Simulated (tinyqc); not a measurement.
Force balance against energy balance: elastic strain and critical thickness of a cubic alloy layer A(1-x)B(x) on a thick substrate. Computed by tinyqc, a small Python program. Command: `OMP_NUM_THREADS=1 python tinyqc.py 3027993 3027994 out.jsonl misfit walk`. One thread of a shared host (Intel(R) Xeon(R) Processor @ 2.30GHz), about 0.01 s of CPU time with the checks.

Strain is positive in tension. The layer is coherent with the substrate unless said otherwise.

Inputs (values chosen for the exercise, modelled on In(1-x)Ga(x)P on GaAs):
```
quantity,value,unit
fraction x of B,0.71,-
lattice constant a_A,5.869,angstrom
lattice constant a_B,5.451,angstrom
substrate lattice constant a_S,5.653,angstrom
```

Growth plane: (001). Layer: uncapped. Misfit dislocation: edge.

C11, C12, C44 of A (GPa): [103, 55.78, 46.43]

C11, C12, C44 of B (GPa): [141.8, 62.47, 69.82]

Method:
- a = (1 - x) a_A + x a_B, the same rule for each C_ij; misfit f = (a_S - a)/a, the in-plane strain of the coherent layer.
- Voigt averages: G = (C11 - C12 + 3 C44)/5, B = (C11 + 2 C12)/3, nu = (3 B - 2 G)/(2 (3 B + G)); b = a/sqrt(2). Edge dislocation with b in the interface: cos alpha = 0, cos lambda = 1.
- Matthews-Blakeslee: h_c = A [ln(h_c/b) + 1], A = b (1 - nu cos^2 alpha)/(8 pi |f| (1 + nu) cos lambda), the factor 8 pi being that of an uncapped layer.
- People-Bean: h_c = P ln(h_c/b), P = (1 - nu)/(1 + nu) b^2/(16 pi sqrt(2) a f^2). The misfit is scaled by 0.25, 0.4, 0.6, 1, 1.5, 2.2 at fixed a, b and nu; the upper root is taken, and rows with A < 1.3 b or P < 3 b, where the roots shrink to the core size or vanish, are left out.

misfit f = 0.0144969

prefactor A = 0.869453 nm

Poisson ratio nu = 0.243803

Burgers vector b = 0.394015 nm

free lattice constant a = 5.57222 angstrom

Critical thickness:
```
|f| (%),Matthews-Blakeslee (nm),People-Bean (nm),ratio
0.3624,16.458,1495.1,90.844
0.5799,8.966,507.4,56.597
0.8698,5.183,195.5,37.716
1.4497,2.463,56.3,22.839
2.1745,1.248,19.7,15.802
```

The exponents d ln h_c/d ln f are -1.29 and -2.30 between the first rows, steeper than the -1 and -2 of the prefactors because of the logarithm. The ratio falls from 90.8 to 15.8 as the misfit grows. Where People-Bean lies above, a layer between the lines is metastable: dislocations would lower the energy but have to be nucleated. Above about 2 % misfit islands may come first.
